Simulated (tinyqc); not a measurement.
Drifting, spreading and decaying minority pulse (Haynes-Shockley), explicit time steps: one step of the calculation.

Low injection in a uniform field: dn/dt = D d2n/dx2 - v dn/dx - n/tau with D = mu Vt and v = mu F towards +x. Exact solution on an infinite bar for a Gaussian start at x0: n = N0 exp(-t/tau) exp(-(x - x0 - v t)^2/(2 s^2))/sqrt(2 pi s^2), s^2 = s0^2 + 2 D t.

Question. Densities after a time step. (L n)_i = a n_(i-1) + b n_i + c n_(i+1), n = 0 beyond the ends. Explicit step: n(new) = n + L n.

a = 0.67943171
b = -0.78072025
c = 0.070812354
n at t = 1 dt, node 1 to 10 (in units of 1e12 cm^-3): 0.0793441  0.4082348  1.2512129  2.4505274  2.8153761  1.7328558  0.5391721  0.0822567  0.0060615  0.0002142

Give: n at t = 2 dt.

Answer.

n at t = 2 dt, node 1 to 10 (in units of 1e12 cm^-3): 0.046  0.232  0.725  1.587  2.405  2.331  1.301  0.385  0.057  0.004

tinyqc, about 0.01 s, one thread, Intel Xeon 2.30GHz (shared host): `OMP_NUM_THREADS=1 python tinyqc.py 2310012 2310013 out.jsonl`
